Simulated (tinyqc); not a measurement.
Rigid-ion and shell models of the dielectric response of an ionic crystal: one step, computed by the program tinyqc. Command: `OMP_NUM_THREADS=1 python tinyqc.py 3014164 3014165 out.jsonl shell walk`. One thread of a shared host (Intel(R) Xeon(R) Processor @ 2.30GHz), about 0.01 s of CPU time with the checks.

Charges +Z and -Z; 4 nearest neighbours, Madelung constant M = 1.638055, volume per ion pair Omega = 3.079201 d^3. Energy per pair U = -M Z^2 e2/d + 4 A exp(-d/rho), e2 = e^2/(4 pi eps_0). In the shell model the anion is a core of charge Y - Z and a massless shell of charge -Y, joined by the spring k; the repulsion acts on the shell. Each ion feels the Lorentz field E + (4 pi/3) P (Gaussian units).

Question. Equilibrium, bulk modulus and repulsive spring. Zero pressure fixes 4 A exp(-d/rho) = M Z^2 e2 rho/d^2. Then U = -(M Z^2 e2/d)(1 - rho/d), B = M Z^2 e2 (d/rho - 2)/(9 Omega d), and the spring of one sublattice against the other is R = (1/3) x (Laplacian of the repulsion summed over neighbours) = M Z^2 e2 (d/rho - 2)/(3 d^3), so R = 3 B Omega/d^2.

Inputs (values chosen for the exercise, for a model crystal): nearest-neighbour distance d = 2.35 angstrom; ionic charge Z = 1.79 e; hardness d/rho = 9.93.

Structure: zinc blende.

Constants: e^2/(4 pi eps_0) = 14.39964548 eV angstrom; 1 eV/angstrom^3 = 160.2176634 GPa.

Give: volume Omega; lattice energy U; bulk modulus B; repulsive spring R.

Answer.

volume Omega = 39.96 angstrom^3

lattice energy U = -28.92 eV/pair

bulk modulus B = 113.6 GPa

repulsive spring R = 15.39 eV/angstrom^2
